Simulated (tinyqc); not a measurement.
Inside a calculation: quaternary alloy A(x)B(1-x)C(y)D(1-y) matched to a substrate. Values are carried at full precision from step to step, so a last printed digit may differ when a step is redone from the rounded ones.

Matching a(x,y) = a_s gives x = (a_s - y a_BC - (1 - y) a_BD)/(y (a_AC - a_BC) + (1 - y)(a_AD - a_BD)).
Constants: hc = 1239.841984 eV nm.

Inputs chosen for the exercise (AC, AD, BC, BD near GaAs, GaP, InAs and InP; substrate near InP; shifted at random, so the results belong to these values and not to a real crystal):
```
symbol  value                         unit      meaning
a       (5.647, 5.458, 6.06, 5.863)   angstrom  lattice constants of AC, AD, BC, BD
a_s     5.863                         angstrom  substrate
y       0.14                                    fraction of C
Eg      (1.522, 2.863, 0.413, 1.411)  eV        gaps at Gamma of AC, AD, BC, BD
Cb      (0.45, 0.668, 0.187, 0.102)   eV        bowing of ABC, ABD, ACD, BCD
dx      0.04                                    error of x in growth
```

## The matched composition

Give numerator, denominator and x.

numerator = -0.02758 angstrom
denominator = -0.40612 angstrom
x = 0.0679

## The gap by rule 1

Q(x,y) = x y Q_AC + x (1 - y) Q_AD + (1 - x) y Q_BC + (1 - x)(1 - y) Q_BD for the lattice constant. Gap, rule 1: Q(x,y) - x (1 - x)[y C_ABC + (1 - y) C_ABD] - y (1 - y)[x C_ACD + (1 - x) C_BCD]. Rule 2 (mean of ternaries): {x (1 - x)[y T_ABC(x) + (1 - y) T_ABD(x)] + y (1 - y)[x T_ACD(y) + (1 - x) T_BCD(y)]}/{x (1 - x) + y (1 - y)}, T_ABC(x) = x E_AC + (1 - x) E_BC - C_ABC x (1 - x), T_ACD(y) = y E_AC + (1 - y) E_AD - C_ACD y (1 - y), and alike. Only the Gamma valley is followed.

Give the four weights, the bilinear part, the two bowing terms, the gap and hc/gap.

weights of AC, AD, BC, BD: [0.0095, 0.0584, 0.1305, 0.8016]

bilinear part = 1.3666 eV

bowing terms (eV): [0.0404, 0.0130]

gap = 1.3133 eV
wavelength = 944 nm

## The gap by rule 2

Give the four ternary gaps and their weighted mean.

T_ABC, T_ABD, T_ACD, T_BCD (eV): [0.4598, 1.4673, 2.6527, 1.2590]

gap = 1.3442 eV

Rule 2 lies 31 meV above rule 1: it averages the two bowing terms where rule 1 adds them. Both agree on the ternary edges.

## An error in composition

Replace x by x + dx; mismatch (a_s - a)/a and change of the relaxed gap by rule 1.

a = 5.8468 angstrom
mismatch = 0.278 %
change of the gap = 34.7 meV

The layer would be under tension; the strain shift of the gap is not included.

## Checks

- Lattice constant at the matched composition against a_s (angstrom): both 5.8630.
- Rule 2 as a mean of ternaries against its form with averaged bowing (eV): both 1.3442.

Program tinyqc; command `OMP_NUM_THREADS=1 python tinyqc.py 1051267 1051268 out.jsonl`; about 0.01 s on one thread of a shared Intel(R) Xeon(R) Processor @ 2.30GHz.
